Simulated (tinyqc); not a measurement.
## Gate sheet resistance from two finger widths

Question. At low frequency R = Rsh Wf/(3 L) + B/Wf, where B collects the channel and vertical terms. Find Rsh, B and the width of lowest R.

Inputs (values chosen for the exercise): channel length L = 0.073 um.

input resistance of single fingers, contacted at one end, of width 0.89 and 6.8 um (ohm): 154.21733  477.95931

Solution. R Wf is a straight line in Wf^2; the minimum of R lies where both terms are equal.

Rsh = 15.0 ohm/square
B = 83.0 ohm um
width of lowest R = 1.10 um

Computed by the program tinyqc: `OMP_NUM_THREADS=1 python tinyqc.py 2262224 2262225 out.jsonl`, one thread of a shared Intel Xeon 2.30GHz, about 0.01 s for the whole run.
